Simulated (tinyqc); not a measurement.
Raising the sheet density: Gamma, L and X subbands of a thin body with non-parabolic valleys.

Hard walls, flat band, c = hbar^2/2m0, energies from the bulk Gamma edge. For a valley at angle theta to the normal 1/m_z = cos^2/ml + sin^2/mt and m_d = sqrt(ml mt^2/m_z). Subband n starts at E_v + e with e (1 + a e) = c (n pi/t)^2/m_z, and its density-of-states mass is taken as m_d (1 + 2 a e), without further growth at higher in-plane energy. Groups are named by valley and degeneracy.

n_i = g m/(2 pi c) kB T ln(1 + exp((EF - E_i)/kB T)), sum n_i = Ns (1e12/cm^2 = 1e-4/angstrom^2), c = hbar^2/2m0. Quantum capacitance Cq = 1602.176634 sum g m/(2 pi c) f_i in microfarad/cm^2 with f_i = 1/(1 + exp((E_i - EF)/kB T)); Cox = 34.5313/eot (one gate); C/Cox = Cq/(Cq + Cox), the centroid term left out.

Constants: hbar^2/2m0 = 3.80998211 eV angstrom^2; kB = 8.617333262e-05 eV/K.

Values chosen for the exercise (near those of a thin InP channel; not measured data): face = 100 (surface); mG = 0.0787 m0 (Gamma mass); aG = 0.59 1/eV (Gamma non-parabolicity); EL = 0.544 eV (L edge above Gamma); mL = (1.691, 0.102) m0 (L valleys (four, along <111>): ml, mt); EX = 0.906 eV (X edge above Gamma); mX = (0.88, 0.281) m0 (X valleys (three, along <100>): ml, mt); aS = 0.7 1/eV (non-parabolicity of L and X); t = 42 angstrom (body thickness); T = 300 K (temperature); eot = 13 angstrom (equivalent oxide thickness); Nl = (0.5, 1, 2, 4, 7, 11, 16) x 1e12/cm^2 (sheet densities).

Fixed thickness, n = 1 to 8 of all groups; the gate overdrive above the lowest edge is (EF - E_lowest)/e + 0.1602177 Ns/Cox in volts.

Results:

| Ns (1e12/cm^2) | EF - lowest (eV) | Gamma share (%) | Cq | C/Cox | overdrive (V) |
|---|---|---|---|---|---|
| 0.5 | -0.014 | 100.0 | 2.48 | 0.483 | 0.016 |
| 2.0 | 0.043 | 100.0 | 5.67 | 0.681 | 0.164 |
| 4.0 | 0.094 | 100.0 | 6.57 | 0.712 | 0.336 |
| 7.0 | 0.166 | 100.0 | 6.74 | 0.717 | 0.588 |
| 11.0 | 0.261 | 99.8 | 6.86 | 0.721 | 0.924 |
| 16.0 | 0.360 | 94.7 | 11.88 | 0.817 | 1.325 |

Give the missing row, Ns (1e12/cm^2) = 1.0.

Computed row:
```
Ns (1e12/cm^2)  EF - lowest (eV)  Gamma share (%)    Cq  C/Cox  overdrive (V)
1.0                        0.011            100.0  4.05  0.604          0.071
```

The lowest subband is G1 n=1. At the highest density band filling takes 0.360 V of the 1.325 V overdrive. Cq grows from 2.5 to 11.9 microfarad/cm^2 while EF moves from -0.014 to +0.360 eV against the lowest edge; the Gamma share stays within 95 to 100 %.

(tinyqc, `OMP_NUM_THREADS=1 python tinyqc.py 1280486 1280487 out.jsonl`, Intel(R) Xeon(R) Processor @ 2.30GHz, 1 thread, shared host, about 0.03 s.)
